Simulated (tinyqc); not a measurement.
Hubbard chain of 2 sites, step by step. Computed by tinyqc, a small Python program that keeps every step. Settings: hopping = 0.78, U = 4.8, mixing = 0.5, iteration cap = 67. Command: `OMP_NUM_THREADS=1 python tinyqc.py 31512 31513 out.jsonl` (the two numbers bound the seeds that draw the settings). One thread of a shared host (Intel(R) Xeon(R) Processor @ 2.60GHz), about 0.1 s of CPU time with the checks.

one-body matrix (hopping and site energies) (eV):
```
           1          2
1  -0.500000  -0.780000
2  -0.780000   0.310000
```

U = 4.800000 eV

electrons, up and down: 1  1

n(up) at the start (a guess, not normalised): 1 0.500000, 2 0.500000

n(down) at the start (a guess): 1 0.500000, 2 0.500000

Each step fills the lowest levels of T + U n(other spin) and sets n(new) = n + mixing (n(out) - n); stop when output and input agree to 1e-8.

Course of the cycle:
```
iteration      E (eV)  largest |n(out) - n(in)|  mean |n_up - n_down|
1          0.96188746                  2.30e-01              0.000000
2          0.91169485                  2.08e-01              0.000000
3          0.86130405                  1.95e-01              0.000000
4          0.83637179                  1.81e-01              0.000000
5          0.80547018                  1.72e-01              0.000000
6          0.79080113                  1.63e-01              0.000000
7          0.76968715                  1.56e-01              0.000000
8          0.76016740                  1.49e-01              0.000000
9          0.74471524                  1.44e-01              0.000000
10         0.73812588                  1.39e-01              0.000000
11         0.72626500                  1.35e-01              0.000000
...               ...                       ...                   ...
57         0.63319924                  6.98e-02              0.000000
58         0.63314520                  6.92e-02              0.000000
59         0.63220404                  6.87e-02              0.000000
60         0.63216231                  6.82e-02              0.000000
61         0.63126934                  6.78e-02              0.000000
62         0.63123851                  6.73e-02              0.000000
63         0.63038980                  6.69e-02              0.000000
64         0.63036863                  6.64e-02              0.000000
65         0.62956067                  6.60e-02              0.000000
66         0.62954809                  6.55e-02              0.000000
67         0.62877774                  6.51e-02              0.000000
```

Can the last value be used, and what does the course show?

Not by the stop rule. Not converged within 67 iterations: the residual falls steadily but slowly, by a factor of about 0.99 a step. The lowest mean-field energy found from random starts is -0.45018 eV. Reruns (cap 100 unless said): mixing 0.2: converged in 12 to a higher stationary point (E = 0.59847); mixing 0.9: not converged; the original settings with a cap of 400: not converged.
